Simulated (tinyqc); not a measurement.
Quantum point contact as a saddle point: plateau quality against the barrier curvature.

Potential V0 - m wx^2 x^2/2 + m wy^2 y^2/2; energies are counted from V0. Mode n = 0, 1, ... transmits T_n(E) = 1/(1 + exp(-2 pi (E - E_n)/wx)), E_n = wy (n + 1/2); each mode carries 2 q^2/h.

g(T) = int g(E) (-df/dE) dE = int g(mu + x kB T) dx/(4 cosh^2(x/2)), g(E) the zero-temperature value at E, g = G/(2 q^2/h).

Parameters, values chosen for the exercise:
- T = 2.5 K (temperature)
- wy = 3.6 meV (transverse quantum hbar wy)

Constants: q = 1.602176634e-19 C, kB = 1.380649e-23 J/K, Vt = kB T/q. Results are converted to the units shown.

Plateau quality against the barrier curvature:

| wx (meV) | slope wy dg/dmu at mu = wy | slope at mu = 1.5 wy | g at mu = wy |
|---|---|---|---|
| 0.54 | 0.01035 | 3.758 | 1.000 |
| 1.29 | 0.04331 | 2.852 | 1.000 |
| 2.03 | 0.1712 | 2.201 | 1.000 |
| 2.78 | 0.3721 | 1.764 | 1.000 |
| 3.52 | 0.5657 | 1.481 | 1.000 |
| 4.27 | 0.7179 | 1.295 | 1.000 |
| 5.01 | 0.8198 | 1.179 | 1.001 |
| 5.76 | 0.8831 | 1.105 | 1.003 |

The slope on the first plateau rises from 0.0104 to 0.883 and the slope on the second riser falls from 3.76 to 1.10; a slope of 1 everywhere means no steps at all. The plateau slope passes 0.5 at wx = 3.52 meV among the rows.

Numbers from tinyqc (`OMP_NUM_THREADS=1 python tinyqc.py 2740107 2740108 out.jsonl`; about 0.07 s on one thread of a shared Intel Xeon 2.30GHz).
